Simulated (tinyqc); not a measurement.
# Thickness of the second layer from the transmission

Inverse problem. A two-layer stack carries the voltage V: F1 = V/(t1 + t2 eps1/eps2), F2 = F1 eps1/eps2; U = phi1 - F1 x in layer 1 and phi2 - F1 t1 - F2 (x - t1) in layer 2. T = exp(-S) at E = 0, C = hbar^2/(2 m0). Each layer adds (2/F) sqrt(m/C) [G(u at its left edge) - G(u at its right edge)] to S, with u = U - E (0 where negative) and G(u) = (2/3) u^1.5. Find t2, known to lie between 0.3 and 6 nm, and F1.

Inputs (values chosen for the exercise): barrier of layer 1 above the emitter Fermi level at zero bias phi1 = 3.16 eV; tunnelling mass of layer 1 m1 = 0.52 m0; thickness of layer 1 t1 = 0.9 nm; relative permittivity of layer 1 eps1 = 3.99; barrier of layer 2 at zero bias phi2 = 1.52 eV; tunnelling mass of layer 2 m2 = 0.21 m0; relative permittivity of layer 2 eps2 = 22.2; voltage across the dielectric V = 0.8 V.

Constants: q = 1.602176634e-19 C, hbar = 1.054571817e-34 J s, m0 = 9.1093837015e-31 kg, hbar^2/(2 m0) = 0.0380998212 eV nm^2. Results are converted to the units shown.

T at E = 0 = 2.4279581e-10

Answer. Over that range S rises steadily with t2, so S = -ln T has one root, found by bisection.

t2 = 2.500 nm
F1 = 5.929 MV/cm

Program tinyqc, `OMP_NUM_THREADS=1 python tinyqc.py 2540039 2540040 out.jsonl`; Intel Xeon 2.30GHz, shared host, one thread, about 0.02 s.
